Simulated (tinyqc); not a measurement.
# Pinning factor and decay constant from two barriers

Question. phiB = S (phiM - chi) + (1 - S)(Eg - E0) with S = 1/(1 + (1/S0 - 1) exp(-be ti)). Find S0, S at the given thickness and be.

Inputs (values chosen for the exercise); semiconductor values close to those of 4H silicon carbide; interlayer mass of the order of that in silicon nitride, offset chosen freely:
- Eg = 3.31 eV (band gap)
- chi = 3.74 eV (electron affinity)
- E0 = 2 eV (charge-neutrality level above the valence band)
- phiM = 3.94 eV (metal work function)

phiB at ti = 0, 0.5 nm (eV): 0.5663  0.25477970

Solution. Each barrier gives its S by linear interpolation between the pinned and the unpinned value; the ratio of the two values of 1/S - 1 is exp(be ti).

S0 = 0.6700
S = 0.9506
be = 4.500 1/nm

Numbers from tinyqc (`OMP_NUM_THREADS=1 python tinyqc.py 2270047 2270048 out.jsonl`; about 0.02 s on one thread of a shared Intel Xeon 2.30GHz).
